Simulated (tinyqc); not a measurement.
Electrons shared among three sets of ellipsoidal valleys, step by step. Values are carried at full precision from step to step, so a last printed digit may differ when a step is redone from the rounded ones.

Constants: hbar^2/2m0 = 3.80998211 eV angstrom^2; kB = 8.617333262e-05 eV/K.

Values chosen for the exercise (masses and offsets near those of Ge; mobilities are free inputs, held fixed; the results hold for these values, not for the real material):
- ml = (1.524, 0.04, 0.918) m0 (longitudinal masses of L, Gamma, Delta)
- mt = (0.0788, 0.04, 0.1975) m0 (transverse masses)
- M = (4, 1, 6) (valleys in each set)
- T = 300 K
- dE = (0, 0.119, 0.196) eV (edges of L, Gamma, Delta above the first)
- n = 1.7e+18 1/cm^3 (total electron density)
- mu = (3500, 17000, 1100) cm^2/(V s) (mobility of each set)

## Masses of each set

One valley: m_d = (ml mt^2)^(1/3). Whole set: m_de = M^(2/3) m_d. Mean over three axes: 1/m_c = (1/ml + 2/mt)/3. Anisotropy K = ml/mt.

m_d, m_de, m_c (m0) and K of each set:

| set | m_d | m_de | m_c | K |
|---|---|---|---|---|
| L | 0.2115 | 0.5330 | 0.1152 | 19.34 |
| Gamma | 0.0400 | 0.0400 | 0.0400 | 1.00 |
| Delta | 0.3296 | 1.0883 | 0.2675 | 4.65 |

m_de/m_c is 4.63 for L, 1.00 for Gamma, 4.07 for Delta: many anisotropic valleys give many states at a light conductivity mass. m_c is the mean over three axes; a set that holds only some of the equivalent valleys conducts with a mass that depends on direction.

## Effective densities of states

N_i = M_i times N = 2 (m kB T/(4 pi c))^(3/2) with c = hbar^2/2m0, in 1/angstrom^3; times 1e24 for 1/cm^3, with m = (ml mt^2)^(1/3).

kT = 0.025852 eV

N_i (1/cm^3): L 9.7645e+18, Gamma 2.0075e+17, Delta 2.8491e+19

## Fermi level and populations

F_j(eta) = (1/Gamma(j + 1)) integral_0^infinity x^j dx/(1 + exp(x - eta)), which tends to exp(eta) for eta << 0.

Solve n = sum_i N_i F_1/2((EF - dE_i)/kT), energies from the edge of the first set.

EF = -0.0437 eV

eta_i: L -1.69, Gamma -6.29, Delta -9.27

n_i (1/cm^3): L 1.70e+18, Gamma 3.71e+14, Delta 2.68e+15

shares: L 0.9982, Gamma 0.0002, Delta 0.0016

L holds most electrons (99.8 %). Boltzmann weights N_i exp(-dE_i/kT) would give Gamma a share of 0.0002.

## Drift and Hall mobility of the mixture

With f_i the shares, mu_drift = sum f_i mu_i; low-field Hall mobility mu_H = sum f_i mu_i^2/mu_drift (scattering and anisotropy factors set to 1); the Hall density is n mu_drift/mu_H; rho = 1/(e n mu_drift), e = 1.602176634e-19 C.

mu_drift = 3499 cm^2/(V s)
mu_H = 3513 cm^2/(V s)
Hall density = 1.69e+18 1/cm^3
rho = 0.00105 ohm cm

A Hall measurement would read 99.6 % of the true density. The mobilities are of the size met in pure crystals; at this density impurities would cut them and raise rho, by a factor of two to ten or more depending on crystal and density.

## Checks

- Share of Gamma at n = 1e10 1/cm^3 against the Boltzmann weight: both 0.0002057.

(tinyqc, `OMP_NUM_THREADS=1 python tinyqc.py 1682743 1682744 out.jsonl`, Intel(R) Xeon(R) Processor @ 2.30GHz, 1 thread, shared host, about 0.01 s.)
